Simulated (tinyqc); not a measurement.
Plane-wave Kohn-Sham cycle with exchange-only LDA in a layered model solid, step by step. One step of it, computed by the program tinyqc.

Problem. Iteration 2: potential. V_H(G) = 4 pi rho(G)/G^2 for G != 0 (uniform background); v_x = -(3 rho/pi)^(1/3); V = V_ext + V_H + v_x; Fourier components f(G_m) = (1/N) sum_j f(x_j) exp(-i G_m x_j).

A solid whose potential varies along x alone (atomic units):
```
parameter                      value
period a                   15.600000
cross-section of the cell  18.000000
electrons per cell                 2
grid points                       16
plane waves -n..n, n               2
k points                           2
V1 in V1 cos(2 pi x/a)     -0.460000
```

density after iteration 1 (e/bohr^3): 0.01458853  0.01215487  0.00729855  0.00423054  0.00419024  0.00540931  0.00629832  0.00669531  0.00681733  0.00669531  0.00629832  0.00540931  0.00419024  0.00423054  0.00729855  0.01215487

Give: Potentials on the grid; V(G_m), m = 0, 1, 2, ....

Solution.

Potentials on the grid (hartree):
```
x        V_ext     V_H     v_x       V
0.000   -0.460   0.256  -0.241  -0.444
0.975   -0.425   0.214  -0.226  -0.437
1.950   -0.325   0.115  -0.191  -0.402
2.925   -0.176   0.011  -0.159  -0.324
3.900        0  -0.061  -0.159  -0.220
4.875    0.176  -0.100  -0.173  -0.097
5.850    0.325  -0.118  -0.182   0.026
6.825    0.425  -0.125  -0.186   0.114
7.800    0.460  -0.127  -0.187   0.146
8.775    0.425  -0.125  -0.186   0.114
9.750    0.325  -0.118  -0.182   0.026
10.725   0.176  -0.100  -0.173  -0.097
11.700       0  -0.061  -0.159  -0.220
12.675  -0.176   0.011  -0.159  -0.324
13.650  -0.325   0.115  -0.191  -0.402
14.625  -0.425   0.214  -0.226  -0.437
```

V(G_m), m = 0, 1, 2, ... (hartree): -0.186  -0.149  0.018  0.001  0.001
